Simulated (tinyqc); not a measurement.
# Bandgap voltage reference from two bipolar transistors, step by step

Program tinyqc, `OMP_NUM_THREADS=1 python tinyqc.py 2062074 2062075 out.jsonl`; Intel Xeon 2.30GHz, shared host, one thread, about 0.02 s. Printed values are rounded.

Two transistors of area 1 and N carry the same current I. Is(T) = Is (T/T0)^eta exp[(Vg0 q/kB)(1/T0 - 1/T)], VBE1 = Vt ln(I/Is(T)) + I rb, VBE2 = Vt ln(I/(N Is(T))) + I rb/N. The amplifier forces I R1(T) = VBE1 - VBE2 + Vos, with R(T) = R (1 + tc (T - T0)) for both resistors, and the output is Vref = VBE1 + I R2(T). Base currents and the Early effect are neglected.

Values chosen for this exercise; values of the order met in silicon bipolar transistors:
```
symbol,value,unit,meaning
T0,300,K,reference temperature
Vg0,1.142,V,band-gap voltage extrapolated to 0 K
eta,3.9,,temperature exponent of the saturation current
Is,3.5e-18,A,saturation current of the unit transistor at T0
N,8,,area ratio of the second transistor
R1,34,kohm,"resistor across which the difference of VBE falls, at T0"
tc,0,ppm/K,temperature coefficient of both resistors
Vos,0.6,mV,offset of the amplifier
rb,0,ohm,series resistance of the unit transistor
R2,337.5,kohm,output resistor at T0
T,253,K,temperature
```

Constants: q = 1.602176634e-19 C, kB = 1.380649e-23 J/K. Results are converted to the units shown.

## Operating point at the reference temperature

Vt = kB T/q; I = (Vt ln N + Vos)/(R1(T) - rb (1 - 1/N)). Evaluate at T = T0.

Vt = 0.02585200 V
I = 1.598757 uA
Is(T) = 3.5e-18 A
VBE1 = 0.6940612 V
I R2 = 0.5395803 V
Vref = 1.233641 V

## Operating point at another temperature

Vt = kB T/q; I = (Vt ln N + Vos)/(R1(T) - rb (1 - 1/N)).

Vt = 0.02180185 V
I = 1.351049 uA
Is(T) = 4.914719e-22 A
VBE1 = 0.7750561 V
I R2 = 0.4559792 V
Vref = 1.231035 V

From T0 to T, VBE1 changes by 81.0 mV and I R2 by -83.6 mV, which leaves -2.61 mV in Vref.

## Resistor for zero slope at T0, ideal case

With tc = 0, Vos = 0 and rb = 0 the current is proportional to T, dVBE/dT = (VBE - Vg0 - (eta - 1) Vt)/T, and Vref has zero slope at T0 when Vref = Vg0 + (eta - 1) Vt0. Find VBE1, its slope, that Vref, R2/R1 and the curvature d2Vref/dT2 = -(eta - 1) kB/(q T0).

VBE1 = 0.6937742 V
dVBE/dT = -1.743989 mV/K
Vref = 1.216971 V
R2/R1 = 9.732492
curvature = -0.8330089 uV/K^2
